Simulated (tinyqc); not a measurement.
# Electron mobility in a silicon inversion layer, empirical terms and Matthiessen rule: several studies

Inversion layer of sheet density Ns on a uniformly doped body, under a high-permittivity gate with an interlayer. The mobility terms are empirical power laws with prefactors chosen for the exercise; adding their inverses (Matthiessen) is itself an approximation.

Values chosen for this exercise; material values close to those of silicon: temperature T = 325 K; band gap Eg = 1.13 eV; relative permittivity of the semiconductor eps_r = 11.6; conduction-band density of states at T Nc = 3.1e19 cm^-3; valence-band density of states at T Nv = 2.94e19 cm^-3; body doping Nb = 5.5e17 cm^-3; reverse body bias Vsb = 1 V; weight of the inversion charge in the effective field eta = 0.5; phonon-limited mobility at 1 MV/cm and 300 K Ap = 474 cm^2/(V s); roughness-limited mobility at 1 MV/cm As = 867 cm^2/(V s); exponent of the roughness term gs = 2; Coulomb prefactor Ac = 2900 cm^2/(V s); charge at the interface Nit = 2.6e11 cm^-2; remote-phonon mobility without interlayer Ar = 200 cm^2/(V s); interlayer thickness ti = 1.2 nm; decay length of remote phonons lr = 0.5 nm; inversion density Ns = 1.4e12 cm^-2.

Constants: q = 1.602176634e-19 C, kB = 1.380649e-23 J/K, Vt = kB T/q, eps0 = 8.8541878128e-14 F/cm where lengths are in cm. Results are converted to the units shown.

Each table varies one quantity; the others keep the values above.

## Effect of the inversion density

ni = sqrt(Nc Nv) exp(-Eg/(2 Vt)), Eg in volts; Ndep = sqrt(2 eps0 eps_r Nb (2 Vt ln(Nb/ni) + Vsb)/q); E = q (Ndep + eta Ns)/(eps0 eps_r), in MV/cm. With t = T/(300 K): muC = Ac (Ns/1e12 cm^-2) t/(Nb/1e17 cm^-3 + Nit/1e11 cm^-2), muP = Ap E^(-1/3) t^(-1.75), muS = As E^(-gs), muR = Ar exp(2 ti/lr)/t; 1/mu is the sum of the inverses.

The same in every row: muR (cm^2/(V s)) = 2.243e4.

Effect of the inversion density:

| Ns (cm^-2) | E (MV/cm) | muC (cm^2/(V s)) | muP (cm^2/(V s)) | muS (cm^2/(V s)) | mu (cm^2/(V s)) |
|---|---|---|---|---|---|
| 2e11 | 0.5874 | 77.57 | 492.0 | 2512 | 65.08 |
| 3.6e11 | 0.5999 | 139.6 | 488.6 | 2409 | 103.4 |
| 6.3e11 | 0.6210 | 244.4 | 483.0 | 2248 | 150.3 |
| 1.1e12 | 0.6576 | 426.6 | 473.8 | 2005 | 200.1 |
| 2e12 | 0.7278 | 775.7 | 458.1 | 1637 | 242.3 |
| 3.6e12 | 0.8526 | 1396 | 434.5 | 1193 | 256.4 |
| 6.3e12 | 1.063 | 2444 | 403.7 | 767.0 | 236.1 |
| 1.1e13 | 1.430 | 4266 | 365.8 | 424.1 | 186.2 |
| 2e13 | 2.132 | 7757 | 320.2 | 190.8 | 117.1 |

What does the comparison show?

As Ns goes from 2e11 to 2e13 cm^-2, E rises from 0.587 to 2.13 MV/cm and mu goes from 65.1 through a maximum of 256 (at Ns = 3.6e12 cm^-2 among the rows listed) to 117 cm^2/(V s). The smallest term is the Coulomb one in the first row and the roughness one in the last. Screening lifts the Coulomb term as Ns grows while the field presses the carriers to the interface, hence the maximum. At Ns = 2e13 cm^-2 E passes 1.5 MV/cm, beyond the usual range of such laws.

## Effect of the charge at the interface

Same model as above.

The same in every row: E (MV/cm) = 0.68103; muP (cm^2/(V s)) = 468.33; muS (cm^2/(V s)) = 1869.3; muR (cm^2/(V s)) = 22433.

Result of one run:

| Nit (cm^-2) | muC (cm^2/(V s)) | mu (cm^2/(V s)) |
|---|---|---|
| 3.2e11 | 505.56 | 213.09 |

What becomes of these results when the charge at the interface Nit is changed from 3.2e11 to 1e11 cm^-2, all else the same?

Result of the changed run:

| Nit (cm^-2) | muC (cm^2/(V s)) | mu (cm^2/(V s)) |
|---|---|---|
| 1e11 | 676.67 | 238.52 |

The whole series:

| Nit (cm^-2) | muC (cm^2/(V s)) | mu (cm^2/(V s)) |
|---|---|---|
| 1e10 | 785.42 | 250.75 |
| 3.2e10 | 755.73 | 247.65 |
| 1e11 | 676.67 | 238.52 |
| 3.2e11 | 505.56 | 213.09 |
| 1e12 | 283.76 | 160.29 |
| 3.2e12 | 117.29 | 88.962 |
| 1e13 | 41.690 | 37.452 |

As Nit goes from 1e10 to 1e13 cm^-2, E stays at 0.681 MV/cm and mu falls from 251 to 37.5 cm^2/(V s). The smallest term is the phonon one in the first row and the Coulomb one in the last.

## Universality: two dopings at the same effective field

Same model as above.

For each E, Ns is chosen to give that field on bodies with Nb = 7e16 and 5.5e17 cm^-3; the last column leaves out muC.

Universality: two dopings at the same effective field:

| E (MV/cm) | Ns, light body (cm^-2) | mu, light (cm^2/(V s)) | Ns, heavy body (cm^-2) | mu, heavy (cm^2/(V s)) | without muC (cm^2/(V s)) |
|---|---|---|---|---|---|
| 0.606 | 5.235e12 | 367.3 | 4.380e11 | 118.9 | 396.5 |
| 0.685 | 6.247e12 | 345.6 | 1.451e12 | 222.1 | 367.0 |
| 0.775 | 7.401e12 | 321.7 | 2.605e12 | 252.8 | 337.1 |
| 0.876 | 8.696e12 | 296.5 | 3.900e12 | 255.6 | 307.5 |
| 0.99 | 1.016e13 | 270.5 | 5.361e12 | 245.4 | 278.3 |
| 1.12 | 1.182e13 | 243.9 | 7.028e12 | 228.4 | 249.3 |
| 1.26 | 1.362e13 | 218.6 | 8.823e12 | 208.8 | 222.4 |
| 1.43 | 1.580e13 | 192.2 | 1.100e13 | 186.2 | 194.7 |

The heavily doped body has 0.324 of the mobility of the light one in the first row and 0.969 in the last; there they lie 4.4 % below and 1.3 % below the curve without Coulomb scattering, which depends on E alone. The heavy body leaves that curve at low E because its field comes mostly from depletion charge and few carriers screen.

tinyqc, about 0.01 s, one thread, Intel Xeon 2.30GHz (shared host): `OMP_NUM_THREADS=1 python tinyqc.py 2510118 2510119 out.jsonl`
